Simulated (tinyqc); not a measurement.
Thin-film optics by transfer matrices: sweeps and comparisons. A value that a table varies takes the place of the one given here.

Indices N = n + i k. Snell: N0 sin(theta) = N_j sin(theta_j), with Im(N_j cos theta_j) >= 0. Admittance y_j = N_j cos theta_j for s and N_j/cos theta_j for p. Phase delta_j = 2 pi N_j cos theta_j d_j/lambda. Layer matrix [[cos delta, -i sin delta/y], [-i y sin delta, cos delta]], multiplied from the top down to M. (B, C) = M (1, y_sub); r = (y0 B - C)/(y0 B + C), R = |r|^2, T = 4 Re y0 Re y_sub/|y0 B + C|^2, absorbed in the films 1 - R - T.

Ellipsometry: rho = tan(Psi) exp(i Delta) = -conj(r_p/r_s) with the r of the admittance formula, Delta in 0 to 360 degrees, so that a bare dielectric at small angles gives Delta = 180.

Values chosen for the exercise (indices near those of polySi, SiO2 on Al; not measured data):
```
symbol  value                 unit     meaning
lam     193                   nm       vacuum wavelength
n0      1                              ambient index
n       (0.98, 1.536, 0.112)           n of polySi, SiO2, substrate
k       (2.25, 0, 2.308)               k in the same order
d       (22, 15.3)            nm       thicknesses, top first
theta   65                    degrees  angle of incidence
pol     p                              polarisation
```

## Swing curve: thickness of the top film

The first entry of d takes the values listed.

Stack:
```
d_1 (nm),R,T,absorbed
22.0,0.3539,0.0029,0.6432
39.5,0.3863,0.0002,0.6135
57.0,0.3883,0.0000,0.6117
74.5,0.3883,0.0000,0.6117
92.1,0.3883,0.0000,0.6117
109.6,0.3883,0.0000,0.6117
127.1,0.3883,0.0000,0.6117
144.6,0.3883,0.0000,0.6117
162.1,0.3883,0.0000,0.6117
179.6,0.3883,0.0000,0.6117
197.2,0.3883,0.0000,0.6117
214.7,0.3883,0.0000,0.6117
232.2,0.3883,0.0000,0.6117
```

What can be read from the table?

R swings between 0.3539 and 0.3883 on these points. The period is lambda/(2 Re(N_1 cos theta_1)) = 105.1 nm, six rows. The swing shrinks from 0.0344 in the first period to 0.0000 in the second, as the film absorbs the wave that returns from below. The swing ratio (max - min)/mean is 0.09.

## Angle of incidence

Both polarisations.

Stack:
```
theta (degrees),R_s,R_p,Psi,Delta
0,0.5154,0.5154,45.00,180.00
15,0.5300,0.5036,44.27,177.04
30,0.5731,0.4687,42.13,167.72
45,0.6429,0.4144,38.76,150.32
55,0.7035,0.3752,36.14,132.16
60,0.7379,0.3601,34.94,120.21
65,0.7749,0.3539,34.05,105.82
70,0.8146,0.3648,33.79,88.66
75,0.8569,0.4071,34.58,68.77
80,0.9019,0.5037,36.77,46.74
85,0.9496,0.6886,40.42,23.56
```

What can be read from the table?

R_s and R_p agree at normal incidence (0.5154). R_p is lowest at 65 degrees of those listed (0.3539), where R_s = 0.7749; the top film absorbs, so there is only a pseudo-Brewster minimum. R_s rises steadily with the angle.

## Sensitivity of the reflectance

R for both polarisations. Each row changes one parameter from the base and keeps the others.

Results:
```
case,R_s,R_p,T_s
base,0.7749,0.3539,0.0005
"d = (27, 15.3) nm",0.7859,0.3710,0.0002
"n = (1, 1.536, 0.112)",0.7719,0.3471,0.0005
"k = (2.25, 0, 2.549)",0.7757,0.3573,0.0004
lam = 198 nm,0.7735,0.3525,0.0005
theta = 70 degrees,0.8146,0.3648,0.0004
```

How do the results move?

The largest shifts from the base row, up to three for each result and ties (the steps differ in size, so this ranks the rows, not the parameters). R_s: theta +0.0397, d +0.0110, n -0.0029. R_p: d +0.0171, theta +0.0109, n -0.0068. T_s: d -0.0003, theta -0.0001, k -0.0001; unchanged at the printed digits by n and lam.

Program tinyqc; command `OMP_NUM_THREADS=1 python tinyqc.py 1652375 1652376 out.jsonl`; about 0.01 s on one thread of a shared Intel(R) Xeon(R) Processor @ 2.30GHz.
